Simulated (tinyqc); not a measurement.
Schottky diode by thermionic emission with image-force lowering and series resistance: two steps of the calculation.

Metal on an n-type semiconductor with one parabolic valley; V > 0 is forward bias (metal positive). I = I0 [exp(Vj/(n Vt)) - 1] with Vj = V - I Rs; I0 = S A* T^2 exp(-(phi - dphi)/Vt), the lowering dphi taken at zero bias.

Inputs (values chosen for the exercise); band and dielectric values those of a made-up semiconductor:
- T = 400 K (temperature)
- me = 0.053 m0 (electron mass)
- eps_r = 11.9 (relative permittivity)
- phi = 0.54 eV (barrier height seen from the metal)
- Nd = 2.5e16 cm^-3 (donor density)
- S = 0.00036 cm^2 (area)
- n = 1.06 (ideality factor)
- Rs = 18 ohm (series resistance)
- V = 0.49 V (applied bias)

Constants: q = 1.602176634e-19 C, kB = 1.380649e-23 J/K, h = 6.62607015e-34 J s, m0 = 9.1093837015e-31 kg, Vt = kB T/q, eps0 = 8.8541878128e-14 F/cm where lengths are in cm. Results are converted to the units shown.

Task 1. Saturation current. A* = 4 pi q me m0 kB^2/h^3 (times 1e-4 for A/(cm^2 K^2)); Nc = 2 (2 pi me m0 kB T/h^2)^1.5 (times 1e-6 for cm^-3); xi = Vt ln(Nc/Nd), Vbi = phi - xi; surface field Em = sqrt(2 q Nd (Vbi - V - Vt)/(eps0 eps_r)); dphi = sqrt(q Em/(4 pi eps0 eps_r)). Here V = 0 in Em.

Find: A*; Nc; Vbi; Em; dphi; I0.

Result 1.

A* = 6.3692 A/(cm^2 K^2)
Nc = 4.7140e17 cm^-3
Vbi = 0.43877 V
Em = 55.443 kV/cm
dphi = 25.901 meV
I0 = 1.2222e-4 A

The lowering raises I0 by a factor of 2.12.

Task 2. Junction voltage. Newton step for g(Vj) = Vj + Rs I0 [exp(Vj/(n Vt)) - 1] - V = 0: Vj(new) = Vj - g/g', g' = 1 + Rs I0 exp(Vj/(n Vt))/(n Vt).

I0 = 1.2222209e-4 A
Vj after iteration 1 = 0.45346347 V

Wanted: Vj after iteration 2.

Result 2.

Vj after iteration 2 = 0.41693 V

tinyqc, about 0.01 s, one thread, Intel Xeon 2.30GHz (shared host): `OMP_NUM_THREADS=1 python tinyqc.py 2640159 2640160 out.jsonl`
